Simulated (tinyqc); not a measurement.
# Screening length from the swing

Question. In a simple model of a Schottky-barrier transistor a barrier thinner than d = 3.9 nm is transparent, so the effective barrier is pn - psi (1 - exp(-d/lam)) and the swing beyond flat band is Vt ln 10/(1 - exp(-d/lam)). Find the thermionic swing, lam, and the effective barrier at psi = 0.2 V.

Parameters, values chosen for the exercise: temperature T = 300 K; barrier for electrons at both contacts pn = 0.76 eV.

Constants: q = 1.602176634e-19 C, kB = 1.380649e-23 J/K, Vt = kB T/q. Results are converted to the units shown.

swing in the tunnelling range = 69.400291 mV/decade

Answer. The ratio of the two swings is 1 - exp(-d/lam).

Vt ln 10 = 59.5 mV/decade
lam = 2.00 nm
effective barrier = 0.588 eV

Program tinyqc, `OMP_NUM_THREADS=1 python tinyqc.py 2390022 2390023 out.jsonl`; Intel Xeon 2.30GHz, shared host, one thread, about 0.3 s.
